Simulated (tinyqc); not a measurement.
Size of the test strain: deformation potentials from a strained empirical pseudopotential.

Diamond lattice, no spin-orbit coupling. Atomic form factor V(q) = a1 (q^2 - a2)/(a3 exp(a4 q^2) - 1) in rydberg with q in 1/bohr, for the unstrained cell. Under a strain e the reciprocal vectors and k go over into (1 + e)^(-1) G, the atoms sit at +/- tau with tau = (1 + e) a (1,1,1)/8 - zeta a (eyz, ezx, exy)/4, and H(G,G') = c |k + G|^2 delta + (V(q)/det(1 + e)) cos(q.tau), q = G - G', with the term q = 0 left out; c = hbar^2/2m0. The basis is fixed before straining: all G with |k + G|^2 up to 16 (2 pi/a)^2. k is given in units of 2 pi/a of the unstrained cell.

Constants: hbar^2/2m0 = 3.80998211 eV angstrom^2; Ry = 13.60569312 eV; a0 (Bohr radius) = 0.5291772105 angstrom.

Values chosen for the exercise (out of a larger set: near those of Si; not measured data):

| symbol | value | unit | meaning |
|---|---|---|---|
| a | 5.435 | angstrom | lattice constant |
| A | (0.536, 2.214, 2.051, 0.491) |  | a1 (Ry bohr^2), a2 (1/bohr^2), a3, a4 (bohr^2) |
| kD | 0.82 | 2 pi/a | position of the Delta minimum |

e = diag(-h/2, -h/2, h). Xu = [E(Delta z) - E(Delta x)]/(1.5 h) at fixed kD, b = [E(Z) - E(X, Y)]/(4.5 h); one-sided from +h alone, central from +h and -h.

Results (eV):

| h | Xu one-sided | Xu central | b one-sided | b central |
|---|---|---|---|---|
| 0.0010 | 7.957 | 7.962 | -3.308 | -3.304 |
| 0.0025 | 7.950 | 7.962 | -3.314 | -3.304 |
| 0.0100 | 7.914 | 7.963 | -3.345 | -3.305 |
| 0.0200 | 7.869 | 7.967 | -3.385 | -3.305 |
| 0.0300 | 7.827 | 7.974 | -3.426 | -3.306 |

Give the missing row, h = 0.0050.

Computed row:
```
h       Xu one-sided  Xu central  b one-sided  b central
0.0050         7.938       7.962       -3.324     -3.304
```

From h = 0.001 to 0.03 the one-sided Xu drifts by -0.130 eV and the central one by +0.012 eV; for b the drifts are -0.117 and -0.002 eV. The central difference cancels the term of second order in the strain, so its error goes as h^2. At h = 0.02 the linear law errs by 1.2 % for the valley splitting and 2.4 % for the valence splitting.

Program tinyqc; command `OMP_NUM_THREADS=1 python tinyqc.py 1880177 1880178 out.jsonl`; about 0.2 s on one thread of a shared Intel(R) Xeon(R) Processor @ 2.30GHz.
